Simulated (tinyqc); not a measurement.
Two-band massive Dirac model of the K valleys, step by step. Values are carried at full precision from step to step, so a last printed digit may differ when a step is redone from the rounded ones.

Basis (conduction, valence): H = [[D/2, a t (tau kx - i ky)], [a t (tau kx + i ky), -D/2 + lam tau sz]], valley tau = +/-1, spin sz = +/-1. The gap of a spin and valley is G = D - lam tau sz. Berry curvature Omega = curl of i<u|grad u>; for the conduction band Omega_c = -tau 2 a^2 t^2 G/(G^2 + 4 a^2 t^2 k^2)^(3/2), and Omega_v = -Omega_c.

Constants: hbar^2/2m0 = 3.80998211 eV angstrom^2.

Values chosen for the exercise (near those used for monolayer MoSe2; the results hold for these values, not for the real material):
- a = 3.321 angstrom (lattice constant)
- D = 1.47 eV (gap parameter)
- t = 0.98 eV (effective hopping)
- lam = 0.102 eV (half the valence spin splitting)
- tau = 1 (valley)
- sz = 1 (spin)
- k = (0.052, 0.048) 1/angstrom (wave vector from the valley)
- h = 0.02 1/angstrom (side of the plaquette)

## Band edges of the four flavours

At k = 0: Ec = D/2, Ev = -D/2 + lam tau sz; mass m/m0 = c G/(a t)^2 for both bands, c = hbar^2/2m0; Omega_c(0) = -2 tau a^2 t^2/G^2.

Edges:

| tau | sz | Ec (eV) | Ev (eV) | G (eV) | mass (m0) | Omega_c (angstrom^2) |
|---|---|---|---|---|---|---|
| 1 | 1 | 0.7350 | -0.6330 | 1.3680 | 0.4921 | -11.320 |
| 1 | -1 | 0.7350 | -0.8370 | 1.5720 | 0.5654 | -8.573 |
| -1 | 1 | 0.7350 | -0.8370 | 1.5720 | 0.5654 | 8.573 |
| -1 | -1 | 0.7350 | -0.6330 | 1.3680 | 0.4921 | 11.320 |

The top of the valence band has spin up at tau = +1 and spin down at tau = -1: spin and valley are locked, with 204 meV between the two valence bands (A and B transitions at 1.368 and 1.572 eV, without exciton binding).

## H at one k

Fill in the matrix and diagonalise: E = lam tau sz/2 -/+ sqrt(G^2/4 + a^2 t^2 k^2).

H (eV):
```
                c               v
c          0.7350  0.1692-0.1562i
v  0.1692+0.1562i         -0.6330
```

levels (eV): -0.6707  0.7727

cos(theta) = G/(E+ - E-) = 0.9477

## Curvature, orbital moment and circular dichroism

Omega_c from the formula; orbital moment of both bands m = -tau (a t)^2 G/(c (G^2 + 4 a^2 t^2 k^2)) in Bohr magnetons (charge -e), c = hbar^2/2m0; interband strengths |P+/-|^2 proportional to (1 +/- tau cos(theta))^2 for P+/- = Px +/- i Py, and eta = (|P+|^2 - |P-|^2)/(|P+|^2 + |P-|^2) = 2 tau cos(theta)/(1 + cos^2(theta)).

Omega_c = -9.636 angstrom^2
orbital moment = -1.825 muB
eta = 0.9986

All three change sign with the valley. The selection rule, exact at k = 0, still holds to 99.9 % here.

## The curvature from a plaquette

Corners counter-clockwise around k, from (-h/2, -h/2); upper eigenvector u with its first component real and positive; Omega = -(sum of arg <u_j|u_(j+1)>)/h^2.

Corners:

| j | kx | ky | u_c | u_v | arg <u_j\|u_j+1> (rad) |
|---|---|---|---|---|---|
| 1 | 0.0420 | 0.0380 | 0.99135 | 0.09732+0.08805i | -0.004019 |
| 2 | 0.0620 | 0.0380 | 0.98616 | 0.14135+0.08663i | 0.006359 |
| 3 | 0.0620 | 0.0580 | 0.98163 | 0.13932+0.13034i | 0.005956 |
| 4 | 0.0420 | 0.0580 | 0.98655 | 0.09587+0.13239i | -0.004447 |

Omega_c from the plaquette = -9.621 angstrom^2

The formula at the centre gives -9.636; the plaquette averages over its area.

## Checks

- Curvature formula against a plaquette of side 1e-4: both -9.6357.
- Eta against the matrix elements of dH/dkx +/- i dH/dky: both 0.99856.

(tinyqc, `OMP_NUM_THREADS=1 python tinyqc.py 1482388 1482389 out.jsonl`, Intel(R) Xeon(R) Processor @ 2.30GHz, 1 thread, shared host, about 0.01 s.)
